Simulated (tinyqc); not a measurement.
Ellipsometry and reflectance of a transparent film on an absorbing substrate: one step of the calculation.

Air (index 1), film, substrate with N2 = n2 - i k2; time factor exp(+i w t). q_j = sqrt(N_j^2 - sin^2 th), root with positive real part. Fresnel coefficients r_s = (q_a - q_b)/(q_a + q_b), r_p = (N_b^2 q_a - N_a^2 q_b)/(N_b^2 q_a + N_a^2 q_b). tan(Psi) exp(i Delta) = R_p/R_s, Delta taken from 0 to 360 degrees.

Problem. Psi, Delta and reflectances. beta = 2 pi d q1/lam, X = exp(-2 i beta), R = (r01 + r12 X)/(1 + r01 r12 X) for p and s.

Inputs (values chosen for the exercise):
```
symbol  value  unit         meaning
lam     632.8    nm      wavelength
d         270    nm  film thickness
```

q1 = 0.95878256
r01,p = -0.069225802
r01,s = -0.31449688
r12,p = 0.39161635-0.00196336i
r12,s = -0.59570907+0.00166144i

Give: beta; X; R_p; R_s; Psi; Delta; |R_p|^2; |R_s|^2.

Solution.

beta = 2.5704 rad
X = 0.41539+0.90964i
R_p = 0.08733+0.36168i
R_s = -0.58714-0.40922i
Psi = 27.470 degrees
Delta = 221.55 degrees
|R_p|^2 = 0.13844
|R_s|^2 = 0.51219

The bare substrate gives Psi = 23.38 and Delta = 179.72 degrees.

Numbers from tinyqc (`OMP_NUM_THREADS=1 python tinyqc.py 2870107 2870108 out.jsonl`; about 0.01 s on one thread of a shared Intel Xeon 2.30GHz).
